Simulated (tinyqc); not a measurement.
What a measurement delay does to the time exponent: bias-temperature instability from a Gaussian distribution of capture and emission barriers. Computed by tinyqc, a small Python program. Command: `OMP_NUM_THREADS=1 python tinyqc.py 3022242 3022243 out.jsonl bti walk`. One thread of a shared host (Intel(R) Xeon(R) Processor @ 2.30GHz), about 0.01 s of CPU time with the checks.

Each trap has a capture time tau_0 exp(E_c/(k_B T)) under stress and an emission time tau_0 exp(E_e/(k_B T)) after it. E_c is Gaussian, and E_e = E_c + d with d Gaussian and independent. A trap counts as filled once t_s exceeds its capture time and as emptied once t_r exceeds its emission time.

Inputs (values chosen for the exercise, for a model p-channel transistor):
```
quantity                                      value        unit
shift with all traps filled V_max               390          mV
mean capture barrier at zero field mu_c        1.64          eV
spread of capture barriers sigma_c             0.24          eV
lowering of mu_c per field k_F                0.059  eV/(MV/cm)
oxide field F                                   4.5       MV/cm
mean of E_e - E_c at the stress field, delta  -0.39          eV
spread of E_e - E_c, sigma_d                   0.21          eV
time constant tau_0                           2e-10           s
temperature T                                    60           C
stress time t_s                               20000           s
```

Constants: k_B = 8.617333262e-05 eV/K.

Method:
- Demarcation energies E_s = k_B T ln(t_s/tau_0), E_r = k_B T ln(t_r/tau_0); mean barrier mu = mu_c - k_F F; z = (E_s - mu)/sigma_c; Phi is the standard normal distribution.
- Temperatures in kelvin are T(C) + 273.15.
- Shift without recovery dV0 = V_max Phi(z); local time exponent n = d ln dV0/d ln t_s = (k_B T/sigma_c) exp(-z^2/2)/(sqrt(2 pi) Phi(z)); apparent activation energy n E_s.
- Remaining shift dV = V_max int_(-infinity)^(E_s) g(E_c) [1 - Phi((E_r - E_c - delta)/sigma_d)] dE_c, g the Gaussian density of E_c (Gauss-Legendre, 120 points over 7 sigma_c below E_s).
- Columns: no delay, and delays of 1 us, 1 ms and 1 s.

mean barrier mu = 1.3745 eV

Shift (mV):
```
t_s (s)   no delay    1 us        1 ms         1 s
1.00e+00     0.438   0.172  5.1753e-02  7.7441e-03
1.00e+01     1.059   0.534  1.9602e-01  3.7090e-02
1.00e+02     2.389   1.464  6.4452e-01  1.5254e-01
1.00e+03     5.029   3.568  1.8505e+00  5.4082e-01
1.00e+04     9.888   7.814  4.6713e+00  1.6606e+00
1.00e+05    18.184  15.505  1.0450e+01  4.4405e+00
1.00e+06    31.317  28.131  2.0899e+01  1.0410e+01
1.00e+07    50.598  47.049  3.7720e+01  2.1558e+01
```

What follows from these numbers?

Between 10 and 1000 s the apparent exponent is 0.338 without delay, 0.412 at 1 us, 0.487 at 1 ms and 0.582 at 1 s: a slow measurement loses more of a short stress than of a long one, which steepens the curve. Without delay the exponent falls from 0.384 to 0.208 over the table, so the growth is not a true power law. Caution: step-function filling and one Gaussian population are simplifications; real devices show several populations.
